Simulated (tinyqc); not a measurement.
Plane-wave Kohn-Sham cycle with exchange-only LDA in a layered model solid, step by step. One step of it, computed by the program tinyqc.

Question. Iteration 1: potential. V_H(G) = 4 pi rho(G)/G^2 for G != 0 (uniform background); v_x = -(3 rho/pi)^(1/3); V = V_ext + V_H + v_x; Fourier components f(G_m) = (1/N) sum_j f(x_j) exp(-i G_m x_j).

A solid whose potential varies along x alone (atomic units):

| parameter | value |
|---|---|
| period a | 10.300000 |
| cross-section of the cell | 38.000000 |
| electrons per cell | 2 |
| grid points | 16 |
| plane waves -n..n, n | 2 |
| k points | 4 |
| V1 in V1 cos(2 pi x/a) | -0.620000 |
| V2 in V2 cos(4 pi x/a) | -0.020000 |

density at the start, on the grid x_j = j a/N (e/bohr^3): 0.00510986  0.00510986  0.00510986  0.00510986  0.00510986  0.00510986  0.00510986  0.00510986  0.00510986  0.00510986  0.00510986  0.00510986  0.00510986  0.00510986  0.00510986  0.00510986

Give: Potentials on the grid; V(G_m), m = 0, 1, 2, ....

Answer.

Potentials on the grid (hartree):

| x | V_ext | V_H | v_x | V |
|---|---|---|---|---|
| 0.0000 | -0.6400 | 0.0000 | -0.1696 | -0.8096 |
| 0.6438 | -0.5869 | 0.0000 | -0.1696 | -0.7566 |
| 1.2875 | -0.4384 | 0.0000 | -0.1696 | -0.6080 |
| 1.9312 | -0.2231 | 0.0000 | -0.1696 | -0.3927 |
| 2.5750 | 0.0200 | 0.0000 | -0.1696 | -0.1496 |
| 3.2188 | 0.2514 | 0.0000 | -0.1696 | 0.0818 |
| 3.8625 | 0.4384 | 0.0000 | -0.1696 | 0.2688 |
| 4.5062 | 0.5587 | 0.0000 | -0.1696 | 0.3890 |
| 5.1500 | 0.6000 | 0.0000 | -0.1696 | 0.4304 |
| 5.7938 | 0.5587 | 0.0000 | -0.1696 | 0.3890 |
| 6.4375 | 0.4384 | 0.0000 | -0.1696 | 0.2688 |
| 7.0812 | 0.2514 | 0.0000 | -0.1696 | 0.0818 |
| 7.7250 | 0.0200 | 0.0000 | -0.1696 | -0.1496 |
| 8.3688 | -0.2231 | 0.0000 | -0.1696 | -0.3927 |
| 9.0125 | -0.4384 | 0.0000 | -0.1696 | -0.6080 |
| 9.6562 | -0.5869 | 0.0000 | -0.1696 | -0.7566 |

V(G_m), m = 0, 1, 2, ... (hartree): -0.1696  -0.3100  -0.0100  0.0000  0.0000
